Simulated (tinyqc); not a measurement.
Inside a calculation: donors on two lattice sites with valley-orbit split states. Values are carried at full precision from step to step, so a last printed digit may differ when a step is redone from the rounded ones.

Each donor binds at most one electron, in any of its states. For a site s, W_s = sum over its states of g exp(E/kT), and the ionised share is 1/(1 + W_s exp(eta)), eta = (EF - Ec)/kT; n = Nc F_1/2(eta); neutrality n + NA = ND x (mean ionised share, the two sites in equal numbers); holes are neglected. Nc from N = 2 (m kB T/(4 pi c))^(3/2) with c = hbar^2/2m0, in 1/angstrom^3; times 1e24 for 1/cm^3, m = md. F_j(eta) = (1/Gamma(j + 1)) integral_0^infinity x^j dx/(1 + exp(x - eta)), which tends to exp(eta) for eta << 0.

Constants: hbar^2/2m0 = 3.80998211 eV angstrom^2; kB = 8.617333262e-05 eV/K.

Parameters, chosen for this exercise (near those of nitrogen in 4H-SiC; the results hold for these values, not for the real material): md = 0.811 m0 (density-of-states mass of the conduction band); E = (58.2, 49.9, 123.9, 74.9) meV (binding energies of h ground, h excited, k ground, k excited); g = (2, 4, 2, 4) (their degeneracies with spin); T = 500 K; ND = 5.9e+18 1/cm^3 (donors, half on each site); NA = 7.6e+17 1/cm^3 (compensating acceptors, all ionised); mu0 = 37 cm^2/(V s) (mobility at heavy doping); mu1 = 976 cm^2/(V s) (mobility at light doping and 300 K); Nr = 1.9e+17 1/cm^3 (reference doping); de = 0.61 (doping exponent); ga = 2.4 (temperature exponent).

## Partition sums of the neutral donor

Give each term g exp(E/kT), W_s, and the effective degeneracy W_s exp(-E_ground/kT).

Nc = 3.9435e+19 1/cm^3

terms: h ground 7.721, h excited 12.74, k ground 35.47, k excited 22.75

W_s: h 20.457, k 58.224

effective degeneracy: h 5.299, k 3.283

The ground state alone would give 2 and all states together 6 on each site; here the excited states hold 62 % and 39 % of the bound electrons on the h and k sites.

## Neutrality

Solve for eta.

eta = -3.153
n = 1.66e+18 1/cm^3

ionised share: h 0.534, k 0.287

n is 0.323 of ND - NA. The deeper k site is ionised 0.54 times as much as the h site.

## Mobility and resistivity

Mobility (Caughey-Thomas form): mu = mu0 + (mu1 (T/300)^(-ga) - mu0)/(1 + ((ND + NA)/Nr)^de); rho = 1/(e n mu), e = 1.602176634e-19 C.

Compare with full ionisation, n = ND - NA.

mu = 62.6 cm^2/(V s)
rho = 0.0601 ohm cm
rho at full ionisation = 0.0194 ohm cm

Incomplete ionisation raises rho by a factor 3.1.

## Checks

- n + NA against ND times the mean ionised share (1/cm^3): both 2.420e+18.

(tinyqc, `OMP_NUM_THREADS=1 python tinyqc.py 1651909 1651910 out.jsonl`, Intel(R) Xeon(R) Processor @ 2.30GHz, 1 thread, shared host, about 0.02 s.)
